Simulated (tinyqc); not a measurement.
Hopping conduction between localised states. Which input was changed? Computed by tinyqc, a small Python program. Command: `OMP_NUM_THREADS=1 python tinyqc.py 3018763 3018764 out.jsonl hop which`. One thread of a shared host (Intel(R) Xeon(R) Processor @ 2.30GHz), about 0.07 s of CPU time with the checks.

Energies are counted from the Fermi level. A small network shows the mechanism; the laws of an infinite system follow.

Inputs (values chosen for the exercise, for a model amorphous semiconductor):
```
quantity                                    value          unit
localisation length xi                        1.6            nm
density of states g_0                     5.5e+19   1/(eV cm^3)
permittivity eps                               15             -
activation energy E_a to extended states     0.02            eV
prefactor of activated conduction              26          S/cm
prefactor of hopping                          2.6          S/cm
conductance scale G_0                           1  microsiemens
temperature T                                  18             K
```

Dimension: 3D.

sites of the small network (nm, nm, meV):
```
       x     y  energy
1      0  4.08     0.1
2   2.53  2.34   -3.89
3   5.55  3.65   -1.04
4   9.42  2.83   -2.24
5  11.91   1.6   -1.65
6     15  0.32   -0.43
```

Constants: k_B = 8.617333262e-05 eV/K; e^2/(4 pi eps_0) = 14.39964548 eV angstrom.

Method:
- Miller-Abrahams exponent s_ij = 2 r_ij/xi + (|E_i| + |E_j| + |E_i - E_j|)/(2 k_B T); G_ij = G_0 exp(-s_ij). The diagonal is set to 0 and not used.
- Site 1 is held at potential 1 and site 6 at 0; Kirchhoff's law sum_j G_ij (u_i - u_j) = 0 fixes the others; G = sum_j G_1j (1 - u_j). G_ij = G_0 exp(-s_ij).
- Mott: T_M = 21.2/(k_B g_0 xi^3), exponent (T_M/T)^(1/4), mean hop r = (3/8) xi times the exponent. Efros-Shklovskii: T_ES = 2.8 e^2/(4 pi eps eps_0 k_B xi), exponent (T_ES/T)^(1/2). Coulomb gap width g_0^(1/2) (e^2/(4 pi eps eps_0))^(3/2). The numerical coefficients come from percolation theory and are given.
- sigma = s_1 exp(-E_a/k_B T) + s_2 exp(-larger of the two exponents); reduced activation energy w = d ln(sigma)/d ln(T) by a central difference of +/- 1 %.

Problem. One of these inputs alone was changed, within the range given: density of states g_0 (2.75e+19 to 1.1e+20); activation energy E_a to extended states (0.01 to 0.04); temperature T (9 to 36); prefactor of hopping (1.3 to 5.2). Which one, and to what value?

Results:
```
run     hopping part (S/cm)  mean hop by the Mott formula (nm)  conductance G (microsiemens)
before         3.972147e-07                           9.416580                  5.923001e-04
after          4.812409e-07                           9.416580                  5.923001e-04
```

Solution.

Each candidate set to reproduce hopping part, and what it then gives:
```
candidate                                           range searched  value needed  mean hop by the Mott formula (nm)  conductance G (microsiemens)
density of states g_0 (1/(eV cm^3))            2.75e+19 to 1.1e+20      5.777e19                             9.3014                    5.9230e-04
activation energy E_a to extended states (eV)         0.01 to 0.04     no effect                                  -                             -
temperature T (K)                                          9 to 36         18.91                             9.3014                    6.3988e-04
prefactor of hopping (S/cm)                             1.3 to 5.2         3.150                             9.4166                    5.9230e-04
```

Only prefactor of hopping fits every result: it went from 2.6 to 3.15 S/cm. The next best candidate, density of states g_0, misses one result by 1.2 %.
